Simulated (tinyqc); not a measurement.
Pillar capacitor in an array: capacitance, non-linearity, leakage and relaxation: two steps of the calculation.

A film between two metal electrodes, each interface adding a series capacitance ci. The small-signal permittivity is ek (1 + aq E^2); the field is found with the linear permittivity. Leakage J = J0 sinh(E/Ef). After a voltage step the film passes a relaxation current kr C V tt^(-nr), tt being the time in seconds. The sidewall is a coaxial capacitor with radii a = dm/2 and b = dm/2 + t, depth AR dm; the end face is left out.

Inputs (values chosen for the exercise); permittivity of the order of that of tantalum oxide:
```
symbol    value       unit                                                             meaning
ek         23.2                                              relative permittivity of the film
t            12         nm                                                      film thickness
ci         1000    uF/cm^2  capacitance of each electrode interface (dead layer and screening)
aq        0.012  cm^2/MV^2                     quadratic field coefficient of the permittivity
V             2          V                                                                bias
J0      9.2e-11     A/cm^2                                                   leakage prefactor
Ef         0.38      MV/cm                             field for an e-fold rise of the leakage
dm           52         nm                                              diameter of the pillar
AR           10                                              aspect ratio, depth over diameter
pt          110         nm                                           pitch of the square array
rho         340    uohm cm                                  resistivity of the inner electrode
```

Constants: eps0 = 8.8541878128e-14 F/cm where lengths are in cm. Results are converted to the units shown.

Problem 1. Planar capacitance, field and non-linearity. Planar film: Cf = eps0 ek/t, 1/C = 1/Cf + 2/ci, EOT = 3.9 eps0/C, effective permittivity C t/eps0, E = (V/t) C/Cf; quadratic coefficient [C(V)/C - 1]/V^2 with Cf (1 + aq E^2) in C(V).

Give: Cf; C; EOT; effective permittivity; E; quadratic coefficient; J.

Solution 1.

Cf = 1.712 uF/cm^2
C = 1.706 uF/cm^2
EOT = 2.024 nm
effective permittivity = 23.12
E = 1.661 MV/cm
quadratic coefficient = 8247 ppm/V^2
J = 3.639e-9 A/cm^2

The interfaces take 0.341 % of the voltage.

Problem 2. Cell capacitance, fields and time constant. Per length 1/c = ln(b/a)/(2 pi eps0 ek) + (1/a + 1/b)/(2 pi ci); cell capacitance c AR dm; per footprint over pt^2; fields c V/(2 pi eps0 ek r) at r = a and b; resistance of the inner electrode rho AR dm/(pi a^2); time constant R C/3 of the distributed line.

Find: a; b; cell capacitance; capacitance per footprint; field at a; field at b; R; R C/3.

Solution 2.

a = 26.00 nm
b = 38.00 nm
cell capacitance = 1.762 fF
capacitance per footprint = 14.57 uF/cm^2
field at a = 2.020 MV/cm
field at b = 1.382 MV/cm
R = 0.8325 kohm
R C/3 = 0.4891 ps

The array gives 8.54 times the planar capacitance per footprint; curvature makes the field at the inner electrode 1.22 times the planar value.

tinyqc, about 0.01 s, one thread, Intel Xeon 2.30GHz (shared host): `OMP_NUM_THREADS=1 python tinyqc.py 2102175 2102176 out.jsonl`
